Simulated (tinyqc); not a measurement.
# MOSFET in the linear regime without short-channel effects, parameter extraction from computed curves: what changes with what

Inversion charge Q = Cox n Vt W0(exp((Vg - VT)/(n Vt))), W0 the Lambert function and n = nf; u = Q/Cox; mobility mu = mu0/(1 + th1 u + th2 u^2); channel resistance Rch = (L - dL)/(W mu Q); Id = Vd/(Rch + Rsd/W). Cox = eps0 eox/tox. Small Vd, no channel-length or drain effects.

Inputs (values chosen for the exercise); channel values of the order met in silicon transistors: temperature T = 300 K; relative permittivity of the gate insulator (close to zirconium oxide) eox = 24.4; insulator thickness tox = 19 nm; low-field mobility mu0 = 390 cm^2/(V s); first mobility attenuation factor th1 = 0.26 1/V; second mobility attenuation factor th2 = 0.06 1/V^2; threshold voltage VT = 0.65 V; body factor nf = 1.18; gate width W = 1 um; drawn gate length L = 0.22 um; drawn less effective length dL = 0.014 um; source plus drain resistance Rsd = 520 ohm um; drain voltage Vd = 0.05 V.

Constants: q = 1.602176634e-19 C, kB = 1.380649e-23 J/K, Vt = kB T/q, eps0 = 8.8541878128e-14 F/cm where lengths are in cm. Results are converted to the units shown.

Each table varies one quantity; the others keep the values above.

## Extraction methods against the first mobility attenuation factor

From the continuous curve Id(Vg): tangent at peak gm (V_ext = Vg - Id/gm); constant current Id = 0.1 uA W/L; peak of d2Id/dVg2; Y = Id/sqrt(gm) drawn through Vg = VT + 0.6 and VT + 0.8 V, with intercept VT_Y and slope s. Mobilities gm,max L/(W Cox Vd) and s^2 L/(W Cox Vd) with the drawn L. Last column: share of Rsd/W in the total resistance at VT + 0.8 V.

Extraction methods against the first mobility attenuation factor:
columns A: th1 (1/V); B: V_ext (V); C: constant current (V); D: second derivative (V); E: VT_Y (V); F: mobility from gm (cm^2/(V s)); G: mobility from Y (cm^2/(V s)); H: series share (%)
```
A        B      C      D      E    F    G     H
0    0.641  0.594  0.638  0.709  258  405  43.4
0.2  0.638  0.594  0.637  0.709  249  405  40.2
0.4  0.636  0.594  0.636  0.709  240  405  37.5
0.6  0.634  0.594  0.635  0.709  233  405  35.2
0.8  0.632  0.594  0.635  0.709  226  405  33.1
1    0.630  0.594  0.634  0.709  220  405  31.3
1.2  0.629  0.594  0.633  0.709  215  405  29.6
```

Read the table: what changes, and by how much?

The model has VT = 0.65 V and mu0 = 390 cm^2/(V s). Over the table the extracted thresholds move by 13 mV (tangent), under 0.5 mV (constant current), 4.5 mV (second derivative), under 0.5 mV (Y function). The mobility from gm falls from 258 to 215 and that from Y stays near 405 cm^2/(V s).

## Extraction methods against the second mobility attenuation factor

Same model as above.

Result of one run:
columns A: th2 (1/V^2); B: V_ext (V); C: constant current (V); D: second derivative (V); E: VT_Y (V); F: mobility from gm (cm^2/(V s)); G: mobility from Y (cm^2/(V s)); H: series share (%)
```
A         B      C      D      E    F    G     H
0.18  0.637  0.594  0.637  0.738  245  467  38.3
```

What becomes of these results when the second mobility attenuation factor th2 is changed from 0.18 to 0.36 1/V^2, all else the same?

Result of the changed run:
columns A: th2 (1/V^2); B: V_ext (V); C: constant current (V); D: second derivative (V); E: VT_Y (V); F: mobility from gm (cm^2/(V s)); G: mobility from Y (cm^2/(V s)); H: series share (%)
```
A         B      C      D      E    F    G     H
0.36  0.637  0.594  0.637  0.782  244  588  36.7
```

The whole series:
columns A: th2 (1/V^2); B: V_ext (V); C: constant current (V); D: second derivative (V); E: VT_Y (V); F: mobility from gm (cm^2/(V s)); G: mobility from Y (cm^2/(V s)); H: series share (%)
```
A         B      C      D      E    F    G     H
0     0.638  0.594  0.637  0.695  246  378  40.0
0.06  0.638  0.594  0.637  0.709  246  405  39.4
0.12  0.637  0.594  0.637  0.724  246  434  38.8
0.18  0.637  0.594  0.637  0.738  245  467  38.3
0.24  0.637  0.594  0.637  0.753  245  504  37.7
0.3   0.637  0.594  0.637  0.768  245  544  37.2
0.36  0.637  0.594  0.637  0.782  244  588  36.7
```

The model has VT = 0.65 V and mu0 = 390 cm^2/(V s). Over the table the extracted thresholds move by 0.89 mV (tangent), under 0.5 mV (constant current), under 0.5 mV (second derivative), 88 mV (Y function). The mobility from gm falls from 246 to 244 and that from Y rises from 378 to 588 cm^2/(V s).

Numbers from tinyqc (`OMP_NUM_THREADS=1 python tinyqc.py 2210154 2210155 out.jsonl`; about 0.01 s on one thread of a shared Intel Xeon 2.30GHz).
